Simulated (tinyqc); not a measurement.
Local against global planarity over time: chemical-mechanical planarisation: Preston law, pattern density and step-height reduction. Computed by tinyqc, a small Python program. Command: `OMP_NUM_THREADS=1 python tinyqc.py 3021629 3021630 out.jsonl cmp walk`. One thread of a shared host (Intel(R) Xeon(R) Processor @ 2.30GHz), about 0.01 s of CPU time with the checks.

A row of 12 cells, repeated periodically, holds raised features that cover a share rho of each cell.

Inputs (values chosen for the exercise, close to those used for copper polishing): Preston coefficient K = 1.9e-13 1/Pa; pressure P = 16 kPa; platen and carrier speed = 80 rpm; distance between the centres = 19 cm; initial step height h0 = 180 nm; contact height h_c = 50 nm; film above the raised areas z0 = 380 nm; cell size = 1.9 mm; planarisation length = 2 mm.

local pattern densities, cell by cell: [0.6, 0.7, 0.9, 0.5, 0.4, 0.5, 0.6, 0.4, 0.4, 0.8, 0.4, 0.1]

Method:
- With equal rotation speeds the relative speed is uniform, v = omega r_c; Preston rate R0 = K P v.
- The stiff pad averages the density: rho_eff(i) = sum_j w_ij rho_j / sum_j w_ij, w = exp(-2 d^2/L^2), L the planarisation length and d the distance between cell centres, summed over all periodic images of cell j.
- While h > h_c only raised areas polish, at R0/rho_eff, until t_c = rho_eff (h0 - h_c)/R0. After that h = h_c exp(-(t - t_c)/tau), tau = rho_eff h_c/R0; low areas polish at R0 (1 - h/h_c) and raised areas at R0 [1 + (1 - rho_eff) h/(rho_eff h_c)]. Removed from raised areas after t_c: h0 - h_c + R0 (t - t_c) + (1 - rho_eff)(h_c - h); from low areas: R0 (t - t_c) - rho_eff (h_c - h). Film left = z0 less the removal from raised areas.
- Times are multiples of h0/R0; the range is the largest minus the smallest removal from raised areas.

effective densities: [0.550604, 0.711923, 0.825384, 0.537198, 0.425110, 0.499945, 0.562692, 0.425000, 0.449561, 0.700494, 0.412473, 0.199616]

blanket rate R0 = 4.83889 nm/s

Steps and range (nm):
```
multiple   t (s)  largest step  smallest step  range across the row  mean removal from raised areas
0.10       3.720        158.19         89.827                 68.36                           38.79
0.20       7.440        136.38         18.267                121.83                           76.35
0.30      11.160        114.58          3.009                130.24                          110.14
0.45      16.739         81.86          0.201                126.77                          154.10
0.60      22.319         49.16          0.013                121.21                          188.54
0.80      29.759         20.55          0.000                116.23                          228.00
1.00      37.199          8.59          0.000                114.14                          265.01
1.30      48.358          2.32          0.000                113.04                          319.40
1.70      63.238          0.41          0.000                112.71                          391.49
```

What follows from these numbers?

Local steps shrink to 0.41 nm or less, but the range across the row reaches up to 130.2 nm among these rows and ends at 112.7 nm, against the limit (largest - smallest rho_eff) h0 = 112.6 nm: once flat, all cells polish alike and the difference stays. Evener density (dummy fill), a longer planarisation length or a smaller initial step reduces it. Caution: in the last rows the removal passes z0 somewhere, so they describe a thicker film than the one given.

Extremes, crossings and ranges named in words are read from the listed rows.
